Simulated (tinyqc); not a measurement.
Comparisons within one model: deep level as a short-range spherical well. A value that a table varies takes the place of the one given here.

A spherical well of radius R and depth V0 below the conduction edge, one mass m, c = hbar^2/2m0. The s level at binding Et solves k cot(k R) = -kappa with k = sqrt(m (V0 - Et)/c), kappa = sqrt(m Et/c); it exists for V0 > Vc = c (pi/2R)^2/m. Outside, psi falls as exp(-kappa r)/r.

Lucovsky model (delta well, plane-wave final states, no local-field factor): sigma = (32 pi alpha c/(3 n_r m Et)) (x - 1)^(3/2)/x^3, x = h nu/Et, c = hbar^2/2m0; 1 angstrom^2 = 1e-16 cm^2.

Constants: hbar^2/2m0 = 3.80998211 eV angstrom^2; fine-structure constant alpha = 0.007297352564; e^2/(4 pi eps0) = 14.39964547 eV angstrom; kB = 8.617333262e-05 eV/K.

Inputs chosen for the exercise (near those of InP; not measured data):
- R = 4.5 angstrom (radius of the well)
- m = 0.08 m0 (mass)
- fV = (1.05, 1.15, 1.35, 1.59, 2.35, 3.25, 6.58) (V0/Vc)
- n_r = 3.09 (refractive index)
- xs = (1.06, 1.22, 1.42, 1.84, 2.14, 3.19, 4.54, 8.54) (photon energies h nu/Et)
- eps = 12.1 (static dielectric constant)
- T = 300 K (temperature)
- Fs = (2, 10, 30, 70, 150, 300) kV/cm (fields)

## From threshold to a deep level

Et against the depth at fixed R; near threshold Et = (pi^2/16)(V0 - Vc)^2/Vc.

Results:
```
V0/Vc  V0 (eV)   Et (eV)  threshold form (eV)  1/kappa (angstrom)  share outside
1.05     6.093  0.008633             0.008949                74.3          0.942
1.15     6.673   0.07262              0.08054                25.6          0.841
1.35     7.834    0.3502               0.4385                11.7          0.689
1.59     9.227    0.8770                1.246                 7.4          0.562
2.35    13.637     3.361                6.524                 3.8          0.343
3.25    18.860     7.132                18.12                 2.6          0.227
6.58    38.183     23.73                111.5                 1.4          0.091
```

What can be read from the table?

The threshold form holds to 10 % up to V0/Vc = 1.05 of those listed. There the state is mostly outside the well (94 % in the first row) and knows only Et, which is why a delta-well model works; more than half is inside from V0/Vc = 2.35 on. A second s level would need V0/Vc > 9. From V0/Vc = 2.35 on Et exceeds the gap of the host, about 1.35 eV, so those rows only show the model.

## Neutral against charged centre

Et = 0.22875 eV

Lucovsky cross-section, its shape relative to the peak, and the shape of a hydrogen-like centre relative to threshold: x^-4 exp(4 - 4 atan(e)/e)/(1 - exp(-2 pi/e)), e = sqrt(x - 1).

Results:
```
x     h nu (eV)  sigma (1e-18 cm^2)  relative to peak  hydrogen-like
1.06      0.242                20.3             0.099          0.856
1.22      0.279                93.6             0.455          0.585
1.42      0.325                 157             0.760          0.386
1.84      0.421                 204             0.989          0.187
2.14      0.490                 205             0.994          0.122
3.19      0.730                 164             0.799          0.038
4.54      1.039                 117             0.569          0.013
8.54      1.954                54.8             0.266          0.002
```

What does this show?

The short-range centre starts from zero, reaches half its peak at x = 1.24 and peaks at x = 2; in the last row it still has 27 % of the peak. The Coulomb centre is largest at threshold and is down to 0.2 % there. Reading the peak as the threshold would misplace the level by a factor 2, here 0.23 eV. Rows above the gap, about 1.35 eV, are hidden by band-to-band absorption.

## Emission in a field

Barrier lowering for a charged centre (Poole-Frenkel) is 2 sqrt(q e F/eps), q = e^2/(4 pi eps0), and for the neutral well e F R; the one-dimensional enhancement is exp(lowering/kB T). 1 kV/cm = 1e-5 V/angstrom; tunnelling is left out.

Results:
```
F (kV/cm)  lowering, charged (meV)  enhancement  saddle at (angstrom)  lowering, neutral (meV)  enhancement
2                              9.8         1.46                   244                     0.09        1.003
10                            21.8         2.33                   109                     0.45        1.018
30                            37.8         4.31                    63                     1.35        1.054
70                            57.7         9.33                    41                     3.15        1.130
150                           84.5         26.3                    28                     6.75        1.298
300                          119.5          102                    20                    13.50        1.686
```

How do the results move?

At 300 kV/cm the charged centre emits 102 times faster and the neutral one 1.69 times: the logarithm of the enhancement is linear in sqrt(F) for the first and in F for the second, which tells the charge state. The largest lowering is 52 % of Et.

Program tinyqc; command `OMP_NUM_THREADS=1 python tinyqc.py 1282310 1282311 out.jsonl`; about 0.01 s on one thread of a shared Intel(R) Xeon(R) Processor @ 2.30GHz.
